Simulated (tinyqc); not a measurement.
# Read current of a NAND string, cells in series solved by shooting: effects of single changes

Cells in series, numbered from 0 at the source line (0 V) to the bit line, each followed by a gap resistance Rg. A cell with gate Vg, threshold VT, source Vs and drain Vd passes I = 2 nf K Vt^2 [F(Vs) - F(Vd)]/(1 + th max(Vg - VT, 0)), F(V) = ln^2(1 + exp((Vg - VT - nf V)/(2 nf Vt))). The selected cell has Vg = Vr, the others Vg = Vp.

Values chosen for this exercise; values of the order met in vertical NAND strings: temperature T = 358 K; gain factor of a cell K = 3.7 uA/V^2; slope factor nf = 1.7; mobility reduction factor th = 0.18 1/V; resistance of the gap between cells Rg = 1.6 kohm; bit-line voltage Vbl = 0.4 V; pass voltage Vp = 7.6 V; threshold of an erased cell Ve = -1.3 V; threshold of the highest state Vh = 4.2 V; threshold of the selected cell Vx = 0.8 V; sensing current Is = 20 nA; read voltage on the selected word line Vr = 2.67 V.

Constants: q = 1.602176634e-19 C, kB = 1.380649e-23 J/K, Vt = kB T/q. Results are converted to the units shown.

Each table varies one quantity; the others keep the values above.

## Read current against the number of cells

For a trial current I start at 0 V and, cell by cell, solve for the drain: sqrt(F(Vd)) = sqrt(F(Vs) - I/k), k = 2 nf K Vt^2/(1 + th max(Vg - VT, 0)), Vd = [Vg - VT - 2 nf Vt ln(exp(sqrt F) - 1)]/nf, then add I Rg. The string current is the I for which the last node reaches Vbl. The apparent threshold is the Vr at which I = Is. Background: all other cells erased (VT = Ve) or all in the highest state (VT = Vh); ratio and shift are high over erased and high minus erased. The selected cell is in the middle, cell n/2.

Read current against the number of cells:

| n | I, others erased (uA) | I, others high (uA) | ratio | apparent VT, erased (V) | apparent VT, high (V) | background shift (mV) |
|---|---|---|---|---|---|---|
| 8 | 0.4834 | 0.3208 | 0.6636 | 0.9148 | 0.9216 | 6.833 |
| 16 | 0.2675 | 0.1668 | 0.6238 | 0.9260 | 0.9397 | 13.75 |
| 32 | 0.1411 | 0.08510 | 0.6030 | 0.9483 | 0.9762 | 27.83 |
| 64 | 0.07254 | 0.04298 | 0.5924 | 0.9933 | 1.051 | 57.27 |
| 96 | 0.04882 | 0.02875 | 0.5889 | 1.039 | 1.132 | 92.98 |
| 128 | 0.03678 | 0.02160 | 0.5871 | 1.085 | 1.310 | 225.3 |

With erased neighbours the current falls from 0.483 to 0.0368 uA, as n^(-0.85) between the first two rows and n^(-0.98) between the last two (-1 once the series resistance rules). The ratio falls from 0.664 to 0.587 and the background shift rises from 6.83 to 225 mV.

## Effect of the read voltage on the selected word line

Same model as above.

The string has 128 cells and the selected one is cell 64.

The same in every row: apparent VT, erased (V) = 1.085; apparent VT, high (V) = 1.310; background shift (mV) = 225.3.

Effect of the read voltage on the selected word line:

| Vr (V) | I, others erased (uA) | I, others high (uA) | ratio |
|---|---|---|---|
| 0.5 | 3.690e-5 | 3.677e-5 | 0.9964 |
| 0.9 | 0.008193 | 0.006373 | 0.7778 |
| 1.3 | 0.03184 | 0.01990 | 0.6252 |
| 1.7 | 0.03572 | 0.02123 | 0.5944 |
| 2.1 | 0.03641 | 0.02147 | 0.5896 |
| 2.5 | 0.03671 | 0.02157 | 0.5876 |
| 2.9 | 0.03687 | 0.02162 | 0.5865 |
| 3.3 | 0.03697 | 0.02166 | 0.5858 |

What does the table show?

As Vr goes from 0.5 to 3.3 V, the current with erased neighbours rises from 3.69e-5 to 0.0370 uA, that with high neighbours rises from 3.68e-5 to 0.0217 uA and the ratio falls from 0.996 to 0.586. The apparent thresholds do not depend on Vr.

Program tinyqc, `OMP_NUM_THREADS=1 python tinyqc.py 2142151 2142152 out.jsonl`; Intel Xeon 2.30GHz, shared host, one thread, about 0.7 s.
